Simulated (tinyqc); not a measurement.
# Inverter chain driving a load

N inverters, each f = Hc^(1/N) times larger than the one before: delay tau N (f + pp). Switched capacitance in units of the first input, with output capacitance pp times the input: Hc + (1 + pp)(Hc - 1)/(f - 1).

Values chosen for this exercise:

| symbol | value | unit | meaning |
|---|---|---|---|
| Hc | 44 |  | load over the input capacitance of the chain |
| pp | 1 |  | parasitic delay of an inverter |
| tau | 1.5 | ps | delay unit |

Inverter chain driving a load:
```
N	f	delay (ps)	switched capacitance
1	44.00	67.50	46.00
2	6.633	22.90	59.27
3	3.530	20.39	77.99
4	2.576	21.45	98.59
5	2.132	23.49	120.0
6	1.879	25.91	141.8
7	1.717	28.53	163.9
```

The delay goes from 67.5 through a minimum of 20.4 (at N = 3 among the rows listed) to 28.5 ps. The best stage effort solves pp + rho (1 - ln rho) = 0, rho = 3.59, which gives N = ln Hc/ln rho = 2.96. One stage fewer than the best costs 12 % in delay and saves 24 % of the switched capacitance.

tinyqc, about 0.01 s, one thread, Intel Xeon 2.30GHz (shared host): `OMP_NUM_THREADS=1 python tinyqc.py 2082045 2082046 out.jsonl`
